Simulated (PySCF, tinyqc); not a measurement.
Ways to converge the cycle: SCF convergence aids in the sto-3g basis, for H4, spin multiplicity 1. Computed by the program tinyqc with PySCF. RHF with one setting changed at a time; a run stops when the energy changes by less than 1e-09 hartree and the error matrix is below 1e-5. The start is random orbitals. Damping d keeps d of the old density; a shift (hartree) raises the virtual levels; DIIS n extrapolates F over n matrices.

Geometry (angstrom):
```
atom,x,y,z
H,0.0000,0.0000,0.0000
H,0.0000,0.0000,1.6660
H,0.0000,0.0000,3.2370
H,0.0000,0.0000,4.9020
```

lowest restricted solution found by these runs and by PySCF = -1.739770 hartree

Largest element of the error matrix X^T (FDS - SDF) X:
```
iteration,plain,damping 0.3,damping 0.6,shift 0.4,DIIS 3,DIIS 8
1,3.1e-01,3.1e-01,3.1e-01,3.1e-01,3.1e-01,3.1e-01
2,3.1e-01,2.1e-01,1.6e-01,1.9e-01,3.1e-01,3.1e-01
3,4.4e-01,1.7e-01,1.5e-01,1.6e-01,1.4e-01,1.4e-01
4,5.4e-01,1.4e-01,1.3e-01,1.4e-01,5.8e-02,5.8e-02
5,5.9e-01,9.1e-02,1.1e-01,1.1e-01,2.7e-02,2.4e-02
6,6.1e-01,6.4e-02,8.8e-02,8.0e-02,8.0e-03,5.8e-03
8,6.1e-01,2.7e-02,5.7e-02,3.9e-02,6.9e-04,9.9e-06
10,6.1e-01,1.0e-02,3.6e-02,1.8e-02,8.1e-05,-
14,6.1e-01,1.3e-03,1.3e-02,3.9e-03,-,-
20,6.1e-01,6.3e-05,2.9e-03,3.8e-04,-,-
30,6.1e-01,-,2.1e-04,7.7e-06,-,-
45,6.1e-01,-,-,-,-,-
60,6.1e-01,-,-,-,-,-
```

How each run ends:
```
run,iterations,E (hartree),state
plain,>60,-0.848790,has stopped falling
damping 0.3,25,-1.739770,lowest found
damping 0.6,44,-1.739770,lowest found
shift 0.4,30,-1.739770,lowest found
DIIS 3,13,-1.739770,lowest found
DIIS 8,9,-1.739770,lowest found
```

What does the comparison show, and why?

5 of 6 runs reach the lowest restricted solution found, in 9 to 44 iterations (fastest: DIIS 8). Not converged: plain. Plain steps overshoot here, and damping or a shift shortens them enough to converge. DIIS 3 and DIIS 8 gain by cancelling the error over several earlier matrices, much as a quasi-Newton step does. The restricted reference is unstable here: a spin-polarised solution lies 0.1696 hartree lower (PySCF), so results built on it describe a poor reference.
